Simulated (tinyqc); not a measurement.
Inside a calculation. Method: coherent transport through a tight-binding region between two chains. Computed by tinyqc, a small Python program that keeps every step. Settings: temperature = 4, mu = -0.38. Command: `OMP_NUM_THREADS=1 python tinyqc.py 25881 25882 out.jsonl` (the two numbers bound the seeds that draw the settings). One thread of a shared host (Intel(R) Xeon(R) Processor @ 2.60GHz), about 0.1 s of CPU time with the checks.

## Transmission at E = -0.58 eV

H of the central region (eV), lower triangle:
```
,1,2,3,4
1,0.000000
2,-0.520000,0.930000
3,0.000000,-0.520000,0.930000
4,0.000000,0.000000,-1.530000,0.000000
```

Leads: semi-infinite chains with site energy 0:
```
parameter,value
lead hopping t (eV),2.790000
coupling to the left lead (eV),0.630000
coupling to the right lead (eV),1.350000
left contact site,1
right contact site,4
```

E = -0.580000 eV

Surface Green function g = (E - i sqrt(4 t^2 - E^2)) / (2 t^2); self-energy tc^2 g on each contact site; G = (E - H - Sigma)^(-1); Gamma = -2 Im Sigma; T = Gamma_L Gamma_R |G_LR|^2; local density of states -Im G_ii / pi.

g = -0.037255-0.356481i 1/eV

G (1/eV), lower triangle:
```
,1,2,3,4
1,-2.217750-0.886565i
2,-0.728730-0.360220i,-0.890105-0.193259i
3,0.101630-0.159458i,0.067080-0.200975i,0.093159-0.424144i
4,0.347975-0.034946i,0.368722-0.132665i,0.722738-0.350294i,0.587973-0.300626i
```

local density of states (1/eV): 0.282202  0.061516  0.135009  0.095692

transmission = 0.044971

## Transmission across the band

The same steps on a grid of energies.

T(E):
```
E (eV),T
-5.30100000,8.57e-09
-4.77090000,5.35e-08
-4.24080000,2.10e-07
-3.71070000,7.86e-07
-3.18060000,3.21e-06
-2.65050000,0.000016
-2.12040000,0.000111
-1.59030000,0.001311
-1.06020000,0.010533
-0.53010000,0.058420
0.00000000,0.113929
0.53010000,0.046733
1.06020000,0.819788
1.59030000,0.020908
2.12040000,0.016790
2.65050000,0.001141
3.18060000,0.000066
3.71070000,0.000009
4.24080000,1.54e-06
4.77090000,2.99e-07
5.30100000,3.91e-08
```

levels of the isolated region (eV): -1.186362  -0.227730  1.056509  2.217583

## Current

I = (2e/h) int T(E) [f(E - mu - V/2) - f(E - mu + V/2)] dE at 4 K with mu = -0.38 eV, the bias not changing H; 2e^2/h = 77.48092 microsiemens; the integral runs over the band on 4001 points.

Current:
```
V (volt),I (microampere)
0.010000,0.126235
0.050000,0.627446
0.100000,1.280249
0.200000,2.738562
0.400000,5.978608
0.800000,9.454894
```
